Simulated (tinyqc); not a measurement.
Index and thickness from Psi and Delta.

Inverse problem. Air (index 1), film, substrate with N2 = n2 - i k2; time factor exp(+i w t). q_j = sqrt(N_j^2 - sin^2 th), root with positive real part. Fresnel coefficients r_s = (q_a - q_b)/(q_a + q_b), r_p = (N_b^2 q_a - N_a^2 q_b)/(N_b^2 q_a + N_a^2 q_b). tan(Psi) exp(i Delta) = R_p/R_s, Delta taken from 0 to 360 degrees. beta = 2 pi d q1/lam, X = exp(-2 i beta), R = (r01 + r12 X)/(1 + r01 r12 X) for p and s. The film is transparent, with 1.15 < n1 < 2.9 and d under half a period. Find n1, d and the period.

Inputs (values chosen for the exercise):
- lam = 632.8 nm (wavelength)
- th = 75 degrees (angle of incidence)
- n2 = 3.882 (index of the substrate)
- k2 = 0.019 (extinction coefficient of the substrate)

Psi = 22.962514 degrees
Delta = 74.770183 degrees

Answer. Two measured angles fix two unknowns; a search from many starts finds one solution in the range given. Thicker films with d plus a multiple of the period give the same angles.

n1 = 1.30
d = 60.0 nm
period = 365 nm

Computed by the program tinyqc: `OMP_NUM_THREADS=1 python tinyqc.py 2870115 2870116 out.jsonl`, one thread of a shared Intel Xeon 2.30GHz, about 0.4 s for the whole run.
